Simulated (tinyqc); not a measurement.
Deep-level transient spectroscopy (DLTS) of one majority-carrier trap: one step, computed by the program tinyqc.

A filling pulse loads the traps in a one-sided junction; under reverse bias they empty at the rate e, and the capacitance relaxes as C(t) = C_0 - dC exp(-e t). The signal is S = [C(t_2) - C(t_1)]/dC.

Problem. Emission rate at T. e = g sigma v N_b exp(-E/k_B T), v = sqrt(3 k_B T/m), N_b = 2 M (2 pi m k_B T/h^2)^(3/2), sigma = sigma_0, E = E_t.

Inputs (values chosen for the exercise, for a model semiconductor): density-of-states mass m = 0.593 m_0; valleys M = 1; trap depth E_t = 0.485 eV; cross-section sigma_0 = 1.6e-16 cm^2; degeneracy ratio g = 1; temperature T = 309 K.

Carriers: holes. Extra term: none.

Constants: k_B = 8.617333262e-05 eV/K; k_B = 1.380649e-23 J/K; m_0 = 9.1093837015e-31 kg; h = 6.62607015e-34 J s.

Give: thermal velocity v; N_b; sigma; E; emission rate e.

Solution.

thermal velocity v = 1.5393e+07 cm/s

N_b = 1.1979e+19 cm^-3

sigma = 1.60e-16 cm^2

E = 0.485 eV

emission rate e = 362.67 1/s
